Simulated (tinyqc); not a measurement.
Inside a calculation. Model: ballistic Schottky-barrier transistor with a two-dimensional channel, WKB contacts.

Program tinyqc, `OMP_NUM_THREADS=1 python tinyqc.py 2390052 2390053 out.jsonl`; Intel Xeon 2.30GHz, shared host, one thread, about 0.4 s. Printed values are rounded.

Source Fermi level 0, drain Fermi level -Vd. Far from the contacts Ec = pn - psi, and the gate moves psi one to one; the band edges relax as exp(-x/lam) from pn at the source and pn - Vd at the drain; Ev = Ec - Eg. A carrier of energy w inside the channel band meets at a contact a barrier of height D (the contact edge beyond the channel edge): T = 1 for w >= D, else exp(-S), S = 4 lam sqrt(m/C) [sqrt(D - w) - sqrt(w) arctan sqrt((D - w)/w)], C = hbar^2/(2 m0). The two contacts combine as Ts Td/(Ts + Td - Ts Td).

Values chosen for this exercise; channel values close to those of a tungsten diselenide layer:
```
symbol,value,unit,meaning
T,250,K,temperature
Eg,1.4,eV,band gap
pn,0.83,eV,barrier for electrons at both contacts
mn,0.35,m0,electron mass
mp,0.39,m0,hole mass
g,2,,valleys or subbands
lam,2.2,nm,screening length at the contacts
Vd,0.5,V,drain bias
ps,0.63,V,band shift psi of the channel by the gate
w0,0.38,eV,energy of one carrier inside the channel band
wm,0.78,eV,upper end of the grid
nE,13,,points of the grid
```

Constants: q = 1.602176634e-19 C, kB = 1.380649e-23 J/K, hbar = 1.054571817e-34 J s, h = 6.62607015e-34 J s, m0 = 9.1093837015e-31 kg, Vt = kB T/q, hbar^2/(2 m0) = 0.0380998212 eV nm^2. Results are converted to the units shown.

Range of the model: No scattering, image-force lowering, channel charge or band-to-band tunnelling; parabolic kappa overstates S deep in the gap.

## Band edges and barriers

Electrons: Ds = psi, Dd = psi - Vd, Es = Ec, Ed = Ec + Vd. Holes: Ds = -psi, Dd = Vd - psi, Es = -Ev, Ed = -Ev - Vd. The size of each current is taken; both flow from drain to source and add.

Ec = 0.2 eV
Ev = -1.2 eV
D for electrons (eV): source 0.630000, drain 0.130000
D for holes (eV): source -0.630000, drain -0.130000

A negative D is no barrier. Here the electrons carry the larger current.

## Transmission of one of the electrons

S and T at both contacts for w = w0, and the tunnelling distance lam ln(D/w) at the higher barrier.

S at the source = 2.13134
S at the drain = 0
combined T = 0.118678
tunnelling distance = 1.11221 nm

## Current of the electrons on a coarse grid

I/W = g (2 q^2/h) int T(w) [N(Es + w) - N(Ed + w)] dw with w the energy of motion along the channel, N(y) = (1/2 pi) sqrt(pi m kB T/C) Fm(-y/kB T), Fm(x) = (1/sqrt(pi)) int_0^infinity u^(-1/2)/(1 + exp(u - x)) du. Electrons: Ds = psi, Dd = psi - Vd, Es = Ec, Ed = Ec + Vd. Holes: Ds = -psi, Dd = Vd - psi, Es = -Ev, Ed = -Ev - Vd. The size of each current is taken; both flow from drain to source and add. Simpson's rule on nE equally spaced w from 0 to wm.

| point | w (eV) | Ts | Td | T | size of the supply difference (1/um) |
|---|---|---|---|---|---|
| 0 | 0.000000 | 6.39569e-10 | 6.66058e-5 | 6.39563e-10 | 0.0116620 |
| 1 | 0.065000 | 9.25314e-6 | 0.232398 | 9.25286e-6 | 5.70766e-4 |
| 2 | 0.130000 | 2.51347e-4 | 1 | 2.51347e-4 | 2.79329e-5 |
| 3 | 0.195000 | 0.00238309 | 1 | 0.00238309 | 1.36702e-6 |
| 4 | 0.260000 | 0.0129195 | 1 | 0.0129195 | 6.69009e-8 |
| 5 | 0.325000 | 0.0483538 | 1 | 0.0483538 | 3.27408e-9 |
| 6 | 0.390000 | 0.137159 | 1 | 0.137159 | 1.60231e-10 |
| 7 | 0.455000 | 0.310251 | 1 | 0.310251 | 7.84161e-12 |
| 8 | 0.520000 | 0.574143 | 1 | 0.574143 | 3.83763e-13 |
| 9 | 0.585000 | 0.870465 | 1 | 0.870465 | 1.87811e-14 |
| 10 | 0.650000 | 1 | 1 | 1 | 9.19133e-16 |
| 11 | 0.715000 | 1 | 1 | 1 | 4.49817e-17 |
| 12 | 0.780000 | 1 | 1 | 1 | 2.20137e-18 |

current = 1.69961e-7 uA/um

A converged quadrature gives 1.676e-7 uA/um; this grid is 1.4 % above that. Under 0.001 % of it passes over both barriers, the rest tunnels. The other carrier adds 3.42e-12 uA/um.
